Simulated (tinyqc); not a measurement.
From results back to parameters: Bethe-Salpeter matrix of a two-band chain (Tamm-Dancoff form).

Problem. Free pairs form the band Eg + 2t (1 - cos k). An infinite chain with attraction U in the same cell only has a bound pair with binding Eb = S - 2t and weight f = U/S at R = 0, where S = sqrt(4 t^2 + U^2). Both were computed from hidden U and t.

Eb = 0.287073 eV
f = 0.473604

Find: S; U; t.

Solution. 2t = S sqrt(1 - f^2), so S = Eb/(1 - sqrt(1 - f^2)) and U = f S.

S = 2.407 eV
U = 1.14 eV
t = 1.06 eV

Program tinyqc; command `OMP_NUM_THREADS=1 python tinyqc.py 1251407 1251408 out.jsonl`; about 0.1 s on one thread of a shared Intel(R) Xeon(R) Processor @ 2.30GHz.
